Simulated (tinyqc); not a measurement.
Junction field-effect transistor with two gates, gradual channel with velocity saturation: two steps of the calculation.

A uniformly doped n-type channel, depleted from both sides by p+ gates; at channel potential V the depleted share of a is u = sqrt((Vbi - Vg + V)/Vp), s at the source. Electrons drift with v = mu E/(1 + mu E/vsat). Abrupt depletion edge, no series resistance, source at 0.

Inputs (values chosen for the exercise); material values close to those of gallium arsenide:
- T = 300 K (temperature)
- eps_r = 12.8 (relative permittivity of the semiconductor)
- Nc = 4.37e17 cm^-3 (conduction-band density of states at T)
- Eg = 1.4 eV (band gap)
- Nv = 8.97e18 cm^-3 (valence-band density of states at T)
- Nd = 4.4e16 cm^-3 (donor density of the channel)
- a = 260 nm (half the channel thickness)
- mu = 4900 cm^2/(V s) (low-field mobility at this doping)
- vsat = 8.4e6 cm/s (saturation velocity)
- L = 0.3 um (gate length)
- W = 100 um (gate width)
- Na = 1.2e18 cm^-3 (acceptor density of the gates)
- Vg = -0.1 V (gate voltage)

Constants: q = 1.602176634e-19 C, kB = 1.380649e-23 J/K, Vt = kB T/q, eps0 = 8.8541878128e-14 F/cm where lengths are in cm. Results are converted to the units shown.

Task 1. Built-in and pinch-off voltages. ni = sqrt(Nc Nv) exp(-Eg/(2 Vt)), Eg in volts; Vbi = Vt ln(Na Nd/ni^2); Vp = q Nd a^2/(2 eps0 eps_r); G0 = 2 q mu Nd a W/L; Z = mu Vp/(vsat L); s = sqrt((Vbi - Vg)/Vp). VT = Vbi - Vp.

Find: Vbi; Vp; VT; G0; Z; s.

Result 1.

Vbi = 1.289 V
Vp = 2.102 V
VT = -0.8138 V
G0 = 598.7 mS
Z = 40.88
s = 0.8127

Z = 40.9: velocity saturation dominates.

Task 2. Saturation voltage, current and transconductance. Vdsat = Vp (um^2 - s^2); Isat = (G0 Vp/Z)(1 - um), which is 2 q Nd vsat a W (1 - um); gm = G0 (um - s)/(1 + Z (um^2 - s^2)). For Z = 0: Vdsat = Vp (1 - s^2), Isat = (G0 Vp/3)(1 - 3 s^2 + 2 s^3), gm = G0 (1 - s).

um = 0.87362723
Vp = 2.1024277 V
G0 = 598.74409 mS
Z = 40.880539
s = 0.81270975

Give: Vdsat; Isat; gm; Vdsat for Z = 0; Isat for Z = 0; gm for Z = 0.

Result 2.

Vdsat = 0.21598 V
Isat = 3.8913 mA
gm = 7.0148 mS
Vdsat for Z = 0 = 0.71378 V
Isat for Z = 0 = 38.643 mA
gm for Z = 0 = 112.14 mS

The current saturates with 12.6 % of the channel still open at the drain, at 0.101 of the constant-mobility current.

Numbers from tinyqc (`OMP_NUM_THREADS=1 python tinyqc.py 2500005 2500006 out.jsonl`; about 0.07 s on one thread of a shared Intel Xeon 2.30GHz).
